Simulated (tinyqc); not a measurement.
# Energy and delay of logic against supply voltage, step by step

Program tinyqc, `OMP_NUM_THREADS=1 python tinyqc.py 2082109 2082110 out.jsonl`; Intel Xeon 2.30GHz, shared host, one thread, about 0.01 s. Printed values are rounded.

One expression serves below and above threshold: I(Vg) = Ik [ln(1 + exp((Vg - VT + dd V)/(al nf Vt)))]^al, with I_on = I(V) and I_off = I(0). Gate delay td = kd C V/I_on, clock period LD td. Per gate and cycle the switching energy is act C V^2 and the leakage energy I_off V LD td. No short-circuit current, no variation. Minima are sought above 0.09 V; below a few Vt gates no longer switch and the model has no meaning.

Inputs (values chosen for the exercise); values of the order met in logic technologies:
```
symbol  value  unit                               meaning
T         300     K                           temperature
VT       0.28     V  threshold voltage at zero drain bias
nf       1.34                                slope factor
dd       0.08         barrier lowering per volt of supply
Ik        1.7    uA            specific current of a gate
al       1.59                 exponent of the current law
C        0.58    fF            load capacitance of a gate
kd        0.6                                delay factor
LD         20                                 logic depth
act      0.05                             activity factor
V        0.53     V                        supply voltage
```

Constants: q = 1.602176634e-19 C, kB = 1.380649e-23 J/K, Vt = kB T/q. Results are converted to the units shown.

## Currents, delay and energies

I_on, I_off, td, clock frequency 1/(LD td), both energies and their sum.

I_on = 24.19976 uA
I_off = 1.766522 nA
td = 7.621564 ps
clock frequency = 6.560333 GHz
switching energy = 8.146100 aJ
leakage energy = 0.1427148 aJ
energy = 8.288815 aJ

I_on/I_off = 13700; leakage makes up 1.72 % of the energy.

## Starting value

V = 0.26 V.

V at the start = 0.26 V

## Iteration 1: new V

Minimum-energy supply: E(V) is the energy per gate and cycle; with h = 0.001 V, E' = (E(V + h) - E(V - h))/(2 h), E'' = (E(V - h) - 2 E(V) + E(V + h))/h^2, V(new) = V - E'/E''.

E' = 9.324147 aJ/V
E'' = 161.1378 aJ/V^2
V after iteration 1 = 0.2021356 V

## Iteration 2: new V

As before.

E' = -3.830272 aJ/V
E'' = 304.7872 aJ/V^2
V after iteration 2 = 0.2147026 V

## Iteration 3: new V

As before.

E' = -0.2267153 aJ/V
E'' = 268.7364 aJ/V^2
V after iteration 3 = 0.2155463 V

## Course of the iteration

Stop when the step is below 1e-9 V, or after 40 iterations.

Course of the iteration:
```
iteration,V before the step (V),step (V)
1,0.26,-0.0579
2,0.2021356,0.0126
3,0.2147026,8.44e-4
4,0.2155463,3.79e-6
5,0.2155500,6.32e-11
```

Converged in 5 iterations. There leakage makes up 38.7 % of the energy and the clock runs at 217 MHz.
